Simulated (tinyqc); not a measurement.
What moves the results: propagation of a band-gap error through k.p and effective-mass formulas. A value that a table varies takes the place of the one given here.

Chain, for a gap E (the reference Eg or another value), with Ep and Dso kept: 1/me = 1 + Ep (E + 2 Dso/3)/(E (E + Dso)); g* = 2 - 2 Ep Dso/(3 E (E + Dso)); g1(E) = g1 + (Ep/3)(1/E - 1/Eg), g2(E) = g2 + (Ep/6)(1/E - 1/Eg), light hole 1/(g1 + 2 g2), heavy hole 1/(g1 - 2 g2) along [100]; optical constant ei(E) = 1 + (ei - 1)(EP/(EP + E - Eg))^2, static e0(E) = ei(E) + e0 - ei.

Donor: R = Ry me/e0^2, a_B = a0 e0/me, Mott density (0.26/a_B)^3. Nc, Nv = 2 (m kT/(4 pi c))^(3/2), c = hbar^2/2m0, ni = sqrt(Nc Nv) exp(-E/2kT). Exciton: Ry mu/e0^2 with 1/mu = 1/me + g1(E). 1 angstrom^-3 = 1e24 cm^-3.

Constants: Ry = 13.60569312 eV; a0 (Bohr radius) = 0.5291772105 angstrom; kB = 8.617333262e-05 eV/K; hbar^2/2m0 = 3.80998211 eV angstrom^2.

Values chosen for the exercise (reference values near those of CdTe, gap at low temperature; the results hold for these values, not for the real material):
```
symbol  value  unit  meaning
Eg      1.575  eV    gap at Gamma to the s-like level
Dso     0.927  eV    spin-orbit splitting
Ep      19.1   eV    Kane energy
g1      5.29         Luttinger gamma1
g2      1.7          gamma2
e0      10.35        static dielectric constant
ei      7.21         optical dielectric constant
EP      5.41   eV    mean (Penn) gap
mh      0.43   m0    density-of-states mass of the holes
T       300    K     temperature
Eg2     3.654  eV    a wrong gap, of the size a hybrid with far too much exact exchange can give
```

## The size of the error

E = f Eg; ratios against f = 1.

Results:
```
f,E (eV),me ratio,light-hole ratio,e0 ratio,donor ratio,Mott ratio,g*,log10 ni ratio
0.25,0.394,0.305,0.264,1.382,0.160,0.0107,-20.698,9.54
0.40,0.630,0.460,0.417,1.281,0.280,0.0462,-10.034,7.68
0.60,0.945,0.651,0.617,1.169,0.476,0.173,-4.672,5.15
0.80,1.260,0.830,0.811,1.076,0.716,0.458,-2.284,2.59
1.00,1.575,1.000,1.000,1.000,1.000,1.00,-0.995,0.00
1.20,1.890,1.163,1.184,0.936,1.328,1.92,-0.217,-2.60
1.50,2.362,1.397,1.450,0.857,1.901,4.33,0.481,-6.51
2.00,3.150,1.761,1.870,0.760,3.049,12.4,1.081,-13.05
```

Between f = 0.8 and 1.2 the mean powers d ln(ratio)/d ln f are 0.83 for me, 0.93 for the light hole, -0.35 for e0, 1.52 for the donor energy and 3.54 for the Mott density; ni moves by -0.82 decades per 0.1 eV, against -0.1 eV/(2 kT ln 10) = -0.84 from the exponential alone, the rest coming from Nc through me^(3/4). g* changes sign between f = 1.20 and 1.50; the place of this zero hangs on remote bands, which are left out.

## What each input does

All at E = Eg2. Each row changes one parameter from the base and keeps the others.

Results:
```
case,me (m0),light hole (m0),e0,donor (meV),exciton (meV),log10 ni
base,0.1702,0.2445,7.38,42.516,28.175,-12.144
Eg2 = 3.362 eV,0.1594,0.2276,7.65,37.078,24.704,-9.713
Dso = 0.853 eV,0.1696,0.2445,7.38,42.351,28.103,-12.146
Ep = 20.628 eV,0.1596,0.2687,7.38,39.869,27.535,-12.165
g1 = 4.867,0.1702,0.2727,7.38,42.516,29.587,-12.144
EP = 5.843 eV,0.1702,0.2445,7.52,40.974,27.153,-12.144
ei = 7.787,0.1702,0.2445,7.10,45.882,30.406,-12.144
mh = 0.464 m0,0.1702,0.2445,7.38,42.516,28.175,-12.120
T = 276 K,0.1702,0.2445,7.38,42.516,28.175,-14.868
```

The largest shifts from the base row, up to three for each result and ties (the steps differ in size, so this ranks the rows, not the parameters). me (m0): Eg2 -0.0108, Ep -0.0106, Dso -0.0007; unchanged at the printed digits by g1, EP, ei, mh and T. light hole (m0): g1 +0.0282, Ep +0.0242, Eg2 -0.0168; unchanged at the printed digits by Dso, EP, ei, mh and T. e0: ei -0.28, Eg2 +0.27, EP +0.14; unchanged at the printed digits by Dso, Ep, g1, mh and T. donor (meV): Eg2 -5.438, ei +3.366, Ep -2.647; unchanged at the printed digits by g1, mh and T. exciton (meV): Eg2 -3.471, ei +2.231, g1 +1.412; unchanged at the printed digits by mh and T. log10 ni: T -2.723, Eg2 +2.431, mh +0.025; unchanged at the printed digits by g1, EP and ei.

Computed by tinyqc, a small Python program: `OMP_NUM_THREADS=1 python tinyqc.py 1880042 1880043 out.jsonl` (the numbers bound the seed that draws the inputs); one thread of a shared host (Intel(R) Xeon(R) Processor @ 2.30GHz), about 0.01 s for the whole set of steps.
